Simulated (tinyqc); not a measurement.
Deep-level transient spectroscopy: two steps of the calculation.

Schottky contact on an n-type layer with shallow donors Nd (all ionised) and a donor-like deep trap, neutral when filled and positive when empty; depletion approximation. Traps within lam of the depletion edge stay filled. A long pulse to Vp fills the traps beyond x1 = Wp - lam; back at Vr those between x1 and x2 = Wr - lam emit. A rate window reads S = C(t2) - C(t1).

Values chosen for this exercise; material values close to those of silicon:
- eps_r = 11.6 (relative permittivity)
- Nc = 2.84e19 cm^-3 (conduction-band density of states at 300 K)
- vth = 2.4e7 cm/s (thermal velocity at 300 K)
- Nd = 4.2e16 cm^-3 (shallow donor density)
- Vbi = 0.65 V (built-in voltage)
- Et = 0.16 eV (depth of the trap below the conduction edge)
- sn = 4.1e-16 cm^2 (capture cross-section)
- Nt = 8.8e15 cm^-3 (trap density)
- Vr = 5.8 V (reverse bias)
- Vp = 0 V (reverse bias during the filling pulse)
- t1 = 10 ms (first sampling time)
- t2 = 40 ms (second sampling time)
- T = 89 K (temperature of the transient)

Constants: q = 1.602176634e-19 C, kB = 1.380649e-23 J/K, eps0 = 8.8541878128e-14 F/cm where lengths are in cm. Results are converted to the units shown.

Question 1. Emission rate and rate window. Emission rate en = sn vth(T) Nc(T) exp(-Et/kB T) = sn g T^2 exp(-Et/kB T), g = vth Nc/(300 K)^2, as vth goes as T^0.5 and Nc as T^1.5 (degeneracy factor 1). For an exponential transient S peaks where en = ew = ln(t2/t1)/(t2 - t1).

Find: g; en; 1/en; ew.

Answer 1.

g = 7.5733e21 cm^-2 s^-1 K^-2
en = 21.408 1/s
1/en = 46.712 ms
ew = 46.210 1/s

Question 2. Widths. lam = sqrt(2 eps0 eps_r (EF - ET)/(q Nd)), EF - ET = Et - (kB T/q) ln(Nc(T)/Nd), Nc(T) = Nc (T/300 K)^1.5. In the steady state at the band bending V, 2 eps0 eps_r V/q = Nd W^2 + Nt (W - lam)^2 (the second term only if W > lam). V = Vbi + Vr gives Wr and V = Vbi + Vp gives Wp; x1 = max(Wp - lam, 0).

Find: lam; Wr; Wp; x1; x2; G = (x2^2 - x1^2)/Wr^2.

Answer 2.

lam = 61.53 nm
Wr = 413.5 nm
Wp = 136.6 nm
x1 = 75.08 nm
x2 = 351.9 nm
G = (x2^2 - x1^2)/Wr^2 = 0.6916

Range of the model: With Nt above a tenth of Nd the edge x2 moves during the transient, which this model holds fixed, and the transient is not a plain exponential.

Computed by the program tinyqc: `OMP_NUM_THREADS=1 python tinyqc.py 2050007 2050008 out.jsonl`, one thread of a shared Intel Xeon 2.30GHz, about 0.01 s for the whole run.
